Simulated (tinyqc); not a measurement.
# Gate work function from the charge

Question. For an undoped double gate, Q = 8 eps0 eps_r Vt beta tan(beta)/ts with 0 < beta < pi/2, and at the source (Vg - dphi)/(2 Vt) - ln[(2/ts) sqrt(2 eps0 eps_r Vt/(q ni))] = ln(beta) - ln(cos beta) + 2 r beta tan(beta), r = eps_r tox/(eox ts). Find beta and dphi.

Values chosen for this exercise; material values those of a made-up semiconductor: temperature T = 400 K; relative permittivity of the semiconductor eps_r = 9.99; relative permittivity of the gate insulator eox = 7.73; insulator thickness tox = 5.1 nm; body thickness ts = 6 nm; gate voltage Vg = 0.44 V.

Constants: q = 1.602176634e-19 C, kB = 1.380649e-23 J/K, Vt = kB T/q, eps0 = 8.8541878128e-14 F/cm where lengths are in cm. Results are converted to the units shown.

Qs = 11.952480 nC/cm^2
ni = 4.0500013e10 cm^-3

Answer. beta tan(beta) rises from 0 without bound on the interval, so the charge fixes beta; the second relation is then explicit in dphi.

beta = 0.171
dphi = -0.0800 V

tinyqc, about 0.01 s, one thread, Intel Xeon 2.30GHz (shared host): `OMP_NUM_THREADS=1 python tinyqc.py 2440097 2440098 out.jsonl`
